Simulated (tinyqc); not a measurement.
# Changing the pattern density around the test line

Model: electron-beam lithography: double-Gaussian proximity function, edge placement and dose correction for parallel lines. Computed by tinyqc, a small Python program. Command: `OMP_NUM_THREADS=1 python tinyqc.py 3112945 3112946 out.jsonl proximity sweep`. One thread of a shared host (Intel(R) Xeon(R) Processor @ 2.30GHz), about 0.01 s of CPU time with the checks.

Lines are infinitely long. Absorbed energy is counted so that the middle of a very large area written at dose 1 receives 1; the resist develops where it exceeds 1/2.

Inputs (values chosen for the exercise, of the order of those for 100 keV electrons in resist on silicon): forward range alpha = 0.018 micrometre; backscatter ratio eta = 0.53; base dose D0 = 230 microcoulomb/cm^2; beam current = 29 nA; pixel size = 5 nm; width of the test line = 0.089 micrometre.

Constants: e = 1.602176634e-19 C.

Method. A test line of width w << beta in surroundings of density rho, all at dose d: near its edge E(x) = d [S + eta rho]/(1 + eta), S = [erf((b - x)/alpha) - erf((a - x)/alpha)]/2 for edges a and b, the second term being the background energy. Dose to size d_s = (1 + eta)/(erf(w/alpha) + 2 eta rho), dose = d_s D0; edge slope d [1 - exp(-w^2/alpha^2)]/(sqrt(pi) alpha (1 + eta)); width change per 1 % of dose = 2 x 0.01 x (1/2)/slope. With dose = d_s D0: electrons per pixel N = dose x pixel area/e; relative noise 1/sqrt(N); time per cm^2 of pattern area = dose x density/current; pixel rate = current/(dose x pixel area).

One run for each value; columns: (1) pattern density around the test line; (2) dose to size d_s; (3) width change per 1 % of dose (nm); (4) background energy; (5) writing time per cm^2 (h):
```
(1)     (2)      (3)      (4)     (5)
0.0  1.5300  0.31904  0.00000  0.0000
0.1  1.3834  0.35286  0.04792  0.3048
0.2  1.2624  0.38668  0.08746  0.5562
0.3  1.1608  0.42050  0.12064  0.7672
0.4  1.0744  0.45432  0.14888  0.9468
0.5  1.0000  0.48813  0.17320  1.1015
0.6  0.9352  0.52195  0.19438  1.2362
0.7  0.8783  0.55577  0.21297  1.3545
0.8  0.8279  0.58959  0.22944  1.4592
0.9  0.7830  0.62341  0.24411  1.5525
```

Describe and explain the trends.

Over the rows, dose to size d_s falls from 1.53 to 0.783; width change per 1 % of dose (nm) rises from 0.319 to 0.623; background energy rises from 0 to 0.244. For w well above alpha d_s is 1 at rho = 1/2 and 1 + eta = 1.53 at rho = 0; a lower dose over a higher background flattens the edge.
